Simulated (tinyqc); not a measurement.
Franz-Keldysh effect at a direct gap: sweeps and comparisons. A value that a table varies takes the place of the one given here.

Parabolic bands, vertical transitions, no excitons. For each hole band j: mr = me mj/(me + mj); joint density of states J_j(E) = (mr/c)^(3/2) sqrt(E - Eg)/(2 pi^2), both spins, c = hbar^2/2m0; averaged matrix element |e.p|^2 = m0 Ep/6; alpha_j(E) = 4 pi^2 alpha_f c Ep J_j/(3 nr E) in 1/angstrom (alpha_f the fine-structure constant, listed as alpha among the constants), times 1e8 for 1/cm.

In a field Fd (1 kV/cm = 1e-5 V/angstrom) the electro-optic energy of band j is th = (c (e Fd)^2/mr)^(1/3), and sqrt(E - Eg) in J_j is replaced by pi sqrt(th) [Ai'(b)^2 - b Ai(b)^2] with b = (Eg - E)/th; Ai is the Airy function.

Constants: hbar^2/2m0 = 3.80998211 eV angstrom^2; fine-structure constant alpha = 0.007297352564.

Parameters, chosen for this exercise (near those of InP; shifted at random, so the results belong to these values and not to a real crystal): Eg = 1.359 eV (direct gap); me = 0.0774 m0 (electron mass); mhh = 0.605 m0 (heavy-hole mass); mlh = 0.0874 m0 (light-hole mass); Ep = 20.6 eV (Kane energy); nr = 3.34 (refractive index); Fd = 200 kV/cm (uniform field); det = 15 meV (detuning below the gap).

## Spectrum around the gap

Absorption (1/cm):

| E - Eg (eV) | alpha(0) | alpha(F) | change |
|---|---|---|---|
| -0.1514 | 0 | 3.646 | 4 |
| -0.1211 | 0 | 15.38 | 15 |
| -0.0908 | 0 | 59.08 | 59 |
| -0.0606 | 0 | 202.3 | 202 |
| -0.0303 | 0 | 610.7 | 611 |
| 0.0000 | 0 | 1584 | 1584 |
| 0.0303 | 5064 | 3449 | -1615 |
| 0.0606 | 7009 | 6160 | -849 |
| 0.0908 | 8400 | 8852 | 451 |
| 0.1211 | 9503 | 1.031e+04 | 806 |
| 0.1514 | 10412 | 1.046e+04 | 43 |
| 0.1817 | 11182 | 1.079e+04 | -396 |
| 0.2422 | 12422 | 1.258e+04 | 157 |
| 0.3028 | 13383 | 1.347e+04 | 83 |

At the gap alpha(F) = 1584 1/cm; 121.1 meV below it 15.4 1/cm remain, the tail falling as exp(-(4/3) b^(3/2)). Among the energies listed the largest rise is 1584 1/cm at E - Eg = 0.0 meV and the largest fall -1615 1/cm at 30.3 meV. It changes sign between 0.0 and 30.3 meV, between 60.6 and 90.8 meV, between 151.4 and 181.7 meV and between 181.7 and 242.2 meV; th is 60.6 meV for heavy holes and 71.9 meV for light holes.

## Tail absorption against field

At E = Eg - det; the field takes the values listed. The last column is the length for 10 dB of loss.

Results:

| Fd (kV/cm) | th heavy (meV) | b heavy | alpha (1/cm) | length (micrometre) |
|---|---|---|---|---|
| 10 | 8.22 | 1.825 | 8.52 | 2.70e+03 |
| 20 | 13.05 | 1.150 | 63.2 | 365 |
| 40 | 20.71 | 0.724 | 217 | 106 |
| 60 | 27.14 | 0.553 | 362 | 63.7 |
| 100 | 38.15 | 0.393 | 599 | 38.5 |
| 150 | 49.99 | 0.300 | 827 | 27.9 |
| 250 | 70.27 | 0.213 | 1.16e+03 | 19.8 |
| 400 | 96.13 | 0.156 | 1.52e+03 | 15.2 |

alpha grows by 1.6 decades from 10 to 60 kV/cm and by a factor 1.31 over the last step, where the field grows by 1.6: the exponent (4/3) b^(3/2) goes as 1/Fd, so the gain is steep only while b > 1 (deep in the tail the light-hole pair, with its smaller b, carries most of it), that is up to 20 kV/cm of those listed. Values below about 10 1/cm lie under the Urbach and exciton tails of a real crystal, left out here.

## What moves the tail

At E = Eg - det. Each row changes one parameter from the base and keeps the others.

Results:

| case | th heavy (meV) | alpha (1/cm) |
|---|---|---|
| base | 60.559 | 1008 |
| Fd = 260 kV/cm | 72.134 | 1189 |
| det = 25 meV | 60.559 | 729.9 |
| me = 0.089 m0 | 58.130 | 1140 |
| mlh = 0.1136 m0 | 60.559 | 1060 |
| Ep = 22.7 eV | 60.559 | 1111 |
| nr = 3.51 | 60.559 | 959.6 |

The largest shifts from the base row, up to three for each result and ties (the steps differ in size, so this ranks the rows, not the parameters). th heavy (meV): Fd +11.575, me -2.429; unchanged at the printed digits by det, mlh, Ep and nr. alpha (1/cm): det -279, Fd +180, me +131.

(tinyqc, `OMP_NUM_THREADS=1 python tinyqc.py 1650649 1650650 out.jsonl`, Intel(R) Xeon(R) Processor @ 2.30GHz, 1 thread, shared host, about 0.01 s.)
